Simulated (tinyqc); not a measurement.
# Short-channel transistor, virtual-source model with series resistance: effects of single changes

The current per gate width is the charge at the top of the source barrier (the virtual source) times its velocity times a saturation function; al and be are fitting constants of the model. Units: I in uA/um, Rs in ohm um, so I Rs = 1e-6 I Rs in volts; Q in uC/cm^2, so I = 1e-4 Q vx0 Fsat with vx0 in cm/s.

Parameters, values chosen for the exercise: temperature T = 250 K; inversion capacitance Cinv = 1.72 uF/cm^2; velocity at the virtual source vx0 = 1.76e7 cm/s; apparent mobility mu = 230 cm^2/(V s); channel length L = 45 nm; threshold at zero drain voltage VT0 = 0.282 V; drain-induced barrier lowering dl = 0.06 V/V; subthreshold factor n0 = 1.18; growth of n with drain voltage nd = 0.1 1/V; threshold shift (in units of Vt) from weak to strong inversion al = 3.5; sharpness of saturation be = 1.8; series resistance of each contact Rs = 70 ohm um.

Constants: q = 1.602176634e-19 C, kB = 1.380649e-23 J/K, Vt = kB T/q. Results are converted to the units shown.

Each table varies one quantity; the others keep the values above.

## Effect of the series resistance of each contact on the on and off currents

Intrinsic voltages Vg' = Vgs - I Rs, Vd' = Vds - 2 I Rs. n = n0 + nd Vd', VT = VT0 - dl Vd', Ff = 1/(1 + exp((Vg' - VT + al Vt/2)/(al Vt))), Q = Cinv n Vt ln(1 + exp((Vg' - VT + al Vt Ff)/(n Vt))), Vdsat = (vx0 L/mu)(1 - Ff) + Vt Ff, Fsat = u/(1 + u^be)^(1/be) with u = Vd'/Vdsat, and I = Q vx0 Fsat per width. I is solved self-consistently. Ion is I at Vgs = Vds = 0.5 V, Ioff at Vgs = 0, Vds = 0.5 V, and Rlin = Vds/I at Vgs = 0.5 V, Vds = 0.05 V.

Effect of the series resistance of each contact on the on and off currents:
```
Rs (ohm um)  Ion (uA/um)  Ioff (nA/um)  log10(Ion/Ioff)  Rlin (ohm um)
0                 605.13        86.918           3.8427         503.22
25                558.07        86.910           3.8076         556.88
50                518.22        86.902           3.7755         610.02
100               454.37        86.887           3.7185         715.17
150               405.37        86.871           3.6690         819.21
200               366.52        86.856           3.6253         922.47
300               308.64        86.824           3.5508         1127.5
400               267.42        86.793           3.4887         1331.1
```

What does the comparison show?

As Rs goes from 0 to 400 ohm um, Ion falls from 605 to 267 uA/um, Ioff stays near 86.9 nA/um and Rlin rises from 503 to 1330 ohm um. Ion changes by a factor of 0.442 and Ioff by 0.999. The off current drops so little voltage over Rs that it changes by under 1 %.

## Supply voltage at a fixed off current

For each supply Vdd, VT0 is set so that I(Vgs = 0, Vds = Vdd) = 10 nA/um; Ion = I(Vdd, Vdd); C = Cinv L + 0.41 fF/um of parasitic capacitance; delay C Vdd/Ion, energy C Vdd^2.

Supply voltage at a fixed off current:
```
Vdd (V)  VT0 (V)  Ion (uA/um)  delay (ps)  energy (fJ/um)
0.4       0.3333        206.6       2.293          0.1894
0.5       0.3416        386.8       1.531          0.2960
0.6       0.3498        592.4       1.199          0.4262
0.7       0.3580        812.8       1.020          0.5802
0.8       0.3663         1042      0.9095          0.7578
0.9       0.3745         1275      0.8358          0.9590
1         0.3827         1511      0.7834           1.184
1.1       0.3909         1750      0.7444           1.433
```

The VT0 needed rises from 0.333 to 0.391 V and Ion rises from 207 to 1750 uA/um. The delay falls from 2.29 to 0.744 ps, while the energy grows as Vdd^2. Going from 0.4 to 0.5 V changes the delay by -33 %, going from 1 to 1.1 V by -5.0 %.

## Effect of the threshold at zero drain voltage on the on and off currents

Same model as above.

Results:
```
VT0 (V)  Ion (uA/um)  Ioff (nA/um)  log10(Ion/Ioff)  Rlin (ohm um)
0.15           718.3          6659            2.033          470.7
0.2            632.8          1443            2.642          523.3
0.25           546.2         268.3            3.309          593.7
0.3            459.1         45.54            4.004          691.4
0.35           372.2         7.335            4.705          833.0
0.4            286.7         1.148            5.397           1053
0.5            127.6       0.02704            6.674           2236
```

Estimate the missing row, VT0 = 0.45 V.

Computed row:
```
VT0 (V)  Ion (uA/um)  Ioff (nA/um)  log10(Ion/Ioff)  Rlin (ohm um)
0.45           204.1        0.1769            6.062           1434
```

With this row back in the table: As VT0 goes from 0.15 to 0.5 V, Ion falls from 718 to 128 uA/um, Ioff falls from 6660 to 0.0270 nA/um and Rlin rises from 471 to 2240 ohm um. Ion changes by a factor of 0.178 and Ioff by 4.06e-6. The off current depends on it through an exponential, the on current about linearly. For VT0 = 0.15 to 0.2 V the off current passes 1 uA/um, so the device is hardly off at Vgs = 0.

Numbers from tinyqc (`OMP_NUM_THREADS=1 python tinyqc.py 2380161 2380162 out.jsonl`; about 0.02 s on one thread of a shared Intel Xeon 2.30GHz).
